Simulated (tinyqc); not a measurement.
Saturation velocity and mobility from two gate lengths.

Inverse problem. Isat = Cox vsat Vg (x - 1)/(x + 1) per width, x = sqrt(1 + 2 mu Vg/(m vsat L)), with no series resistance and the same overdrive Vg and mu at both lengths. Find vsat and mu.

Parameters, values chosen for the exercise:
```
symbol  value     unit           meaning
Cox      2.35  uF/cm^2  gate capacitance
m        1.39                body factor
```

Vg = 1.96 V
Isat at L = 0.1 and 0.3 um (uA/um): 1228.4117  629.08882

Solution. The ratio of the currents depends on c = 2 mu Vg/(m vsat) alone and falls steadily from L2/L1 to 1 as c grows, so it fixes c; either current then gives vsat.

vsat = 8.100e6 cm/s
mu = 84.08 cm^2/(V s)

tinyqc, about 0.01 s, one thread, Intel Xeon 2.30GHz (shared host): `OMP_NUM_THREADS=1 python tinyqc.py 2500043 2500044 out.jsonl`
